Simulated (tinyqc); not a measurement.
A chain with two barriers and dephasing by Buettiker voltage probes: one step of the calculation.

Sites 1 to 3 form a chain with hopping -t. Lead L joins site 1 and lead R site 3, both semi-infinite chains with hopping -t and site energy 0. Every site carries a probe with self-energy -i Gamma_p/2 that draws no net current. Linear response at zero temperature: mu_L = 1, mu_R = 0 in units of the bias.

Problem. Green function. Sigma = t^2 g(E), g(x) = (x - i sqrt(4 t^2 - x^2))/(2 t^2) for |x| < 2 t and (x - sign(x) sqrt(x^2 - 4 t^2))/(2 t^2) otherwise; Gamma = -2 Im Sigma; G = (E - H - Sigma_L - Sigma_R + i Gamma_p/2)^(-1).

Parameters, values chosen for the exercise:
- t = 2.1 eV (hopping (matrix element -t))
- U = [6.3, 0, 4.2] eV (site energies 1 to N)
- E = -3.24 eV (Fermi energy)
- gp = 1.1 eV (probe broadening Gamma_p)

Find: Sigma; Gamma; G.

Solution.

Sigma = -1.620-1.336i eV
Gamma = 2.673 eV

G (1/eV):
```
                 1                2                3
1  -0.1385-0.0517i  -0.0926-0.0705i  -0.0228-0.0328i
2  -0.0926-0.0705i  -0.4124-0.1826i  -0.1153-0.1033i
3  -0.0228-0.0328i  -0.1153-0.1033i  -0.1822-0.0963i
```

tinyqc, about 0.01 s, one thread, Intel Xeon 2.30GHz (shared host): `OMP_NUM_THREADS=1 python tinyqc.py 2700134 2700135 out.jsonl`
